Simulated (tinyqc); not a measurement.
Angle series: uniform film or islands? Model: X-ray photoelectron analysis of a thin oxide on a semiconductor: attenuation lengths, thickness, angle series and band offsets. Computed by tinyqc, a small Python program. Command: `OMP_NUM_THREADS=1 python tinyqc.py 3111269 3111270 out.jsonl xps walk`. One thread of a shared host (Intel(R) Xeon(R) Processor @ 2.30GHz), about 0.01 s of CPU time with the checks.

The same element is seen in the oxide and in the substrate, at nearly the same kinetic energy; films are flat and uniform, and the work function is ignored.

Inputs (values chosen for the exercise, modelled on SiO2 on silicon):
```
quantity,value,unit
photon energy,650,eV
binding energy of the core level,99.4,eV
oxide density,2.24,g/cm^3
oxide formula mass,60.08,g/mol
valence electrons per oxide formula,16,-
oxide gap,9,eV
substrate density,2.33,g/cm^3
substrate formula mass,28.09,g/mol
valence electrons per substrate formula,4,-
substrate gap,1.12,eV
oxide thickness d,0.67,nm
emission angle from the normal,30,degrees
attenuation length over inelastic mean free path,0.94,-
carbon overlayer,0.73,nm
```

Method:
- TPP-2M: lambda = E/(E_p^2 [b ln(c E) - C/E + D/E^2]) in angstrom, E_p = 28.8 sqrt(N_v rho/M), b = -0.10 + 0.944/sqrt(E_p^2 + E_g^2) + 0.069 rho^0.1, c = 0.191/sqrt(rho), U = N_v rho/M, C = 1.97 - 0.91 U, D = 53.4 - 20.8 U, with E = photon energy less binding energy in eV.
- Attenuation length L = factor x lambda.
- R_0 = (rho_o/M_o) L_o/((rho_s/M_s) L_s); peak ratio R = I_ox/I_sub = R_0 [exp(d/(L_o cos theta)) - 1]; hence d = L_o cos theta ln(1 + R/R_0). A carbon layer weakens both peaks alike, by exp(-d_C/(L_o cos theta)) if its L is taken equal to L_o. This R_0 leaves out intrinsic losses from the substrate peak, so calibrated values can be larger.
- Islands: half of the surface carries 2 d and half none, R = R_0 (1/2)(1 - t)/(1/2 + t/2) with t = exp(-2 d/(L_o cos theta)); the apparent thickness is read with the uniform formula.

R_0 = 0.572394

L in the oxide = 1.81437 nm

Against the angle:
```
theta (degrees),"R, uniform","R, islands","apparent d, islands (nm)"
0,0.2557,0.20226,0.54901
20,0.2755,0.21403,0.54161
35,0.3260,0.24187,0.52384
45,0.3925,0.27442,0.50247
55,0.5173,0.32483,0.46776
65,0.7990,0.40256,0.40836
75,1.8117,0.51000,0.29918
```

What does the comparison show, and why?

A uniform film gives d = 0.67 nm at every angle. The island film of the same volume reads 0.549 nm at normal emission and 0.299 nm at 75 degrees; its ratio cannot pass R_0, since the bare half always shows the substrate.

Extremes, crossings and ranges named in words are read from the listed rows.
